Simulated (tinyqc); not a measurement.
Worked calculation: size effects in the resistivity of thin metal films and interconnect lines. Computed by tinyqc, a small Python program that keeps every step. Command: `OMP_NUM_THREADS=1 python tinyqc.py 3004582 3004583 out.jsonl size walk`. One thread of a shared host (Intel(R) Xeon(R) Processor @ 2.30GHz), about 0.01 s of CPU time with the checks. Intermediate numbers are printed to about 6 digits and carried at full precision; extremes and crossings named in words are read from the listed rows.

Electrons lose their drift at surfaces (a share 1 - p of the hits) and at grain boundaries (reflection R), besides bulk scattering. The line sits in a trench with a non-conducting liner on both walls and the bottom; the spacing equals the drawn width.

Inputs (values chosen for the exercise, modelled on tungsten):

| quantity | value | unit |
|---|---|---|
| bulk resistivity rho_b | 5.1 | microohm cm |
| bulk mean free path lambda | 15 | nm |
| specularity p | 0.38 | - |
| grain-boundary reflection R | 0.29 | - |
| drawn line width w | 14 | nm |
| grain size over metal width | 2.3 | - |
| aspect ratio (height over width) | 1.9 | - |
| liner thickness t | 1 | nm |
| line length | 13 | micrometre |
| permittivity of the dielectric k | 2.5 | - |
| competitor: rho_b relative to this metal | 5 | - |
| competitor: lambda relative to this metal | 0.38 | - |
| competitor: liner relative to t | 0 | - |

Geometry: line.

Constants: eps_0 = 8.8541878128e-12 F/m.

## Metal cross-section

Metal width w_m = w - 2t, height h_m = (aspect ratio) w - t, grain size D = (ratio) w_m.

metal width w_m = 12 nm

metal height h_m = 25.6 nm

grain size D = 27.6 nm

share of the trench filled by metal = 82.4919 %

## Grain boundaries

Mayadas-Shatzkes: alpha = (lambda/D) R/(1 - R); rho_b/rho = 1 - 3 alpha/2 + 3 alpha^2 - 3 alpha^3 ln(1 + 1/alpha).

alpha = 0.221984

rho/rho_b from grains = 1.31773

The linear estimate 1 + 3 alpha/2 gives 1.333, within 2 %.

## Surfaces

Fuchs-Sondheimer film: rho_b/rho = 1 - (3/(2 kappa))(1 - p) int_0^1 (s - s^3)(1 - exp(-kappa/s))/(1 - p exp(-kappa/s)) ds, f = rho/rho_b, kappa = thickness/lambda, 80 Gauss-Legendre points. Line: the excess of a film of thickness w_m and of a film of thickness h_m are added, rho/rho_b = 1 + (f(w_m) - 1) + (f(h_m) - 1), an estimate that holds best when both sides exceed lambda.

kappa = w_m/lambda = 0.8

f(w_m) = 1.32735

f(h_m) = 1.15143

rho/rho_b from surfaces = 1.47879

## Resistance and delay

Total: rho = rho_b [1 + surface excess + grain excess]; resistance per length rho/(w_m h_m); capacitance per length C = 2 k eps_0 (aspect ratio + 1/2), a parallel-plate estimate for two neighbours plus a fixed term for the planes above and below; delay 0.38 R C L^2; effective resistivity per drawn area.

resistivity rho = 9.16222 microohm cm

resistance per length = 298.250 ohm/micrometre

capacitance per length = 0.106250 fF/micrometre

RC delay = 2.03507 ps

effective resistivity per drawn area = 11.1068 microohm cm

Of the factor 2.18 over bulk, scattering gives 1.80 and the liner 1.21; within scattering, surfaces outweigh grain boundaries (0.32 against 0.48, grains first).

## A short-path metal as competitor

w_m = w - 2t, h_m = (aspect ratio) w - t, D = (ratio) w_m; rho = rho_b [1 + surface excess + grain excess]. Effective resistivity rho (aspect ratio) w^2/(w_m h_m) for the metal with its liner, for the same metal without liner, and for a competitor with its own rho_b, lambda and liner, and for that competitor with the liner t; p, R, aspect and grain ratios are the same.

Effective resistivity (microohm cm):

| w (nm) | this metal | without liner | competitor | competitor, liner t |
|---|---|---|---|---|
| 200 | 5.4093 | 5.3391 | 25.9525 | 26.288 |
| 100 | 5.7340 | 5.5813 | 26.4070 | 27.105 |
| 50 | 6.4331 | 6.0754 | 27.3230 | 28.833 |
| 30 | 7.4690 | 6.7470 | 28.5593 | 31.352 |
| 20 | 8.9312 | 7.5913 | 30.1276 | 34.890 |
| 14 | 11.1068 | 8.6691 | 32.1705 | 40.165 |
| 10 | 14.6257 | 10.0815 | 34.9171 | 48.725 |
| 7 | 21.7042 | 12.1441 | 39.0395 | 65.919 |
| 5 | 36.6225 | 14.8032 | 44.4858 | 101.744 |

The competitor does not win at any width listed. In narrow lines rho scales as rho_b lambda/w, and the product rho_b lambda of the competitor is 1.90 times this metal's. At the narrowest width the liner costs this metal a factor 2.47. With the same liner the competitor wins nowhere in the table; at the narrowest width the thinner liner lowers it from 102 to 44.5. Rows with w - 2t below lambda stretch the additive estimate. Metal widths below about 5 nm are outside this semiclassical model.

Checks made by the program: grain-boundary formula against its angular integral 3 int_0^1 c^3/(c + alpha) dc (relative difference below 1e-10).
